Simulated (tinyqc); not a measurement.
Pair of shallow donors (hydrogen-like orbitals): sweeps and comparisons. A value that a table varies takes the place of the one given here.

Each donor has the orbital exp(-r/a); energy unit Ha* = q/(eps a), q = e^2/(4 pi eps0), so that a lone donor is bound by Ha*/2; x = R/a. One electron: S = (1 + x + x^2/3) exp(-x), j = 1/x - (1 + 1/x) exp(-2x), k = (1 + x) exp(-x); levels E(+/-) = -1/2 - (j +/- k)/(1 +/- S) in Ha*, without the repulsion of the ions, split by D = |E(-) - E(+)|. In six valleys the overlaps S and k are multiplied by v = [cos(K Rx) + cos(K Ry) + cos(K Rz)]/3, K = k0 (2 pi/a_lat), for isotropic envelopes and the symmetric valley state.

Two electrons, Heitler-London: with S' = (1 - x + x^2/3) exp(x), C = 1/x - exp(-2x)(1/x + 11/8 + 3x/4 + x^2/6), X = (1/5){exp(-2x)(25/8 - 23x/4 - 3x^2 - x^3/3) + (6/x)[S^2 (0.5772157 + ln x) + S'^2 Ei(-4x) - 2 S S' Ei(-2x)]}, Q = C - 2j + 1/x and A = X - 2 S k + S^2/x, the singlet and triplet lie at (Q +/- w A)/(1 +/- w S^2) from two lone donors, with the valley weight w = v^2; the exchange is J = triplet - singlet.

Constants: e^2/(4 pi eps0) = 14.39964547 eV angstrom.

Values chosen for the exercise (near those of two donors in Si; not measured data):
- a = 18.9 angstrom (orbital radius)
- eps = 11.5 (dielectric constant)
- a_lat = 5.431 angstrom (lattice constant)
- k0 = 0.851 2 pi/a_lat (valley position)
- sites = ((15, 0, 0), (15.25, 0.25, 0.25), (15.5, 0.5, 0), (15, 0.5, 0.5), (14.75, 0.25, -0.25), (15.75, 0.25, -0.25), (15, 1, 0), (15.25, 0.75, -0.25), (16, 0.5, 0.5)) a_lat (positions of the second donor)
- Ns = (0.029, 0.072, 0.17, 0.43, 1, 2.2, 4.3) x 1e18/cm^3 (donor densities)
- n = (8.5, 0.5, 0) a_lat (separation vector)

## Placement within one cell

D and J for each site, and for v = 1.

Results:
```
site                  R (angstrom)       v  D (meV)  J (micro-eV)  J for v = 1
(15, 0, 0)                    81.5   0.698     3.32           411          843
(15.25, 0.25, 0.25)           82.8   0.485     2.17           178          756
(15.5, 0.5, 0)                84.2   0.158    0.666          16.8          678
(15, 0.5, 0.5)                81.6  -0.564     2.66           266          837
(14.75, 0.25, -0.25)          80.1  -0.161    0.798          24.2          936
(15.75, 0.25, -0.25)          85.6  -0.119    0.477          8.62          609
(15, 1, 0)                    81.6   0.562     2.65           263          831
(15.25, 0.75, -0.25)          82.9   0.192    0.855          27.7          751
(16, 0.5, 0.5)                87.0  -0.844     3.24           387          544
```

What does this show, and why?

Over these sites the envelope alone changes J by a factor 1.72, and the valley factor v^2 by 50.3; J runs from 8.62 at (15.75, 0.25, -0.25) to 411 micro-eV at (15, 0, 0). Moves of less than one lattice constant change the phases of the valleys along each axis that moves, so the placement must be exact to the site.

## From lone donors to an impurity band (impurity band of shallow donors (Hubbard estimate))

Donors on a simple cubic lattice of spacing R = N^(-1/3) (1/angstrom^3 = 1e24/cm^3), Ha* = q/(eps a), q = e^2/(4 pi eps0), x = R/a. Hopping t = Ha* (1 + x) exp(-x), band width B = 12 t, on-site repulsion U = (5/8) Ha*; the gap closes near B/U = 1.15. Valley factors and disorder are left out.

Results:
```
N (1e18/cm^3)  R (angstrom)  N^(1/3) a   t (meV)   B (meV)       B/U
0.029                 325.5      0.058  4.00e-05  0.000481  1.16e-05
0.072                 240.4      0.079   0.00272    0.0327  0.000789
0.17                  180.5      0.105    0.0497     0.597    0.0144
0.43                  132.5      0.143     0.479      5.75     0.139
1.0                   100.0      0.189      2.10      25.2     0.608
2.2                    76.9      0.246      5.74      68.9      1.66
4.3                    61.5      0.307      10.9       131      3.15
```

What does this show, and why?

B/U passes 1.15 between 1 and 2.2 x 1e18/cm^3; the root is x = 4.52, N^(1/3) a = 0.221, N = 1.6 x 1e18/cm^3, below the 2.6 that the empirical rule N^(1/3) a = 0.26 gives; the estimate is rough, since random positions, the overlap of the orbitals and screening are left out. While N grows by 148 times, t grows by 2.72e+05 times.

## What each parameter does

x, D = |E(-) - E(+)| and J. Each row changes one parameter from the base and keeps the others.

Results:
```
case                         x  D (meV)  J (micro-eV)
base                     2.447    1.034          48.6
a = 20.8 angstrom        2.223    1.024          55.4
eps = 12.7               2.447   0.9364          44.0
k0 = 0.831 2 pi/a_lat    2.447    5.331      1.23e+03
n = (9.5, 0.5, 0) a_lat  2.734    4.227           745
```

What can be read from the table?

The largest shifts from the base row, up to three for each result and ties (the steps differ in size, so this ranks the rows, not the parameters). x: n +0.287, a -0.223; unchanged at the printed digits by eps and k0. D (meV): k0 +4.30, n +3.19, eps -0.0977. J (micro-eV): k0 +1.18e+03, n +697, a +6.76.

Computed by tinyqc, a small Python program: `OMP_NUM_THREADS=1 python tinyqc.py 1281822 1281823 out.jsonl` (the numbers bound the seed that draws the inputs); one thread of a shared host (Intel(R) Xeon(R) Processor @ 2.30GHz), about 0.01 s for the whole set of steps.
